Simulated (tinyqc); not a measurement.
Comparisons within one model: Wannier exciton and Elliott formula. A value that a table varies takes the place of the one given here.

Saha balance n^2/n_x = K = (mu kB T/(4 pi c))^(3/2) exp(-Ry*/kB T) with n + n_x = N, 1s excitons only, equal spin counts for excitons and free pairs; free share f = 2/(1 + sqrt(1 + 4N/K)); c = hbar^2/2m0, Ry* = Ry mu/eps^2, 1/mu = 1/me + 1/mh, 1/angstrom^3 = 1e24/cm^3.

Constants: hbar^2/2m0 = 3.80998211 eV angstrom^2; kB = 8.617333262e-05 eV/K; Ry = 13.60569312 eV.

Parameters, chosen for this exercise (near those of GaN; the results hold for these values, not for the real material):
- xs = (0.033, 0.13, 0.6, 1.3, 3.9, 10, 35, 130) ((E - Eg)/Ry*)
- me = 0.209 m0 (electron mass)
- mh = 0.959 m0 (hole mass)
- eps = 9.8 (dielectric constant)
- N = 1.5 x 1e16/cm^3 (density of pairs)

## Coulomb enhancement above the gap

Ry* = 24.3103 meV

With x = (E - Eg)/Ry* and y = pi/sqrt(x): S3 = y exp(y)/sinh(y), and S2 = exp(y)/cosh(y). Free-pair absorption goes as sqrt(x) in three dimensions and is constant in two.

Factors:

| x | E - Eg (meV) | sqrt(x) | S3 | S3 sqrt(x) | S2 |
|---|---|---|---|---|---|
| 0.033 | 0.80 | 0.182 | 34.588 | 6.283 | 2.000 |
| 0.13 | 3.16 | 0.361 | 17.426 | 6.283 | 2.000 |
| 0.60 | 14.59 | 0.775 | 8.114 | 6.285 | 1.999 |
| 1.3 | 31.60 | 1.140 | 5.533 | 6.309 | 1.992 |
| 3.9 | 94.81 | 1.975 | 3.319 | 6.555 | 1.920 |
| 10 | 243.10 | 3.162 | 2.303 | 7.282 | 1.759 |
| 35 | 850.86 | 5.916 | 1.623 | 9.604 | 1.486 |
| 1.3e+02 | 3160.34 | 11.402 | 1.301 | 14.830 | 1.269 |

In three dimensions the product tends to 2 pi = 6.283 at the edge (6.283 in the first row), so the square-root onset becomes a step. Even 3160 meV above the gap the enhancement is 1.30; it decays only as 1 + pi/sqrt(x) = 1.28. In two dimensions it never exceeds 2 and has fallen to 1.27. The last rows lie beyond the range of parabolic bands.

## Temperature

The balance at fixed N.

Ionisation:

| T (K) | kB T/Ry* | K (1e16/cm^3) | free share |
|---|---|---|---|
| 10 | 0.035 | 3.04e-13 | 4.50e-07 |
| 20 | 0.071 | 1.15e-06 | 0.000875 |
| 40 | 0.142 | 0.00376 | 0.0488 |
| 77 | 0.273 | 0.297 | 0.357 |
| 150 | 0.532 | 4.81 | 0.800 |
| 300 | 1.063 | 34.8 | 0.960 |

Half the pairs are free between 77 and 150 K, where K passes N/2; kB T = Ry* falls at 282 K. The free share goes from 4.5e-07 to 0.96. A lower density ionises at a lower temperature, since free pairs gain entropy.

Run: tinyqc, `OMP_NUM_THREADS=1 python tinyqc.py 1282440 1282441 out.jsonl`; Intel(R) Xeon(R) Processor @ 2.30GHz, one thread, shared host; about 0.01 s of CPU time with all checks.
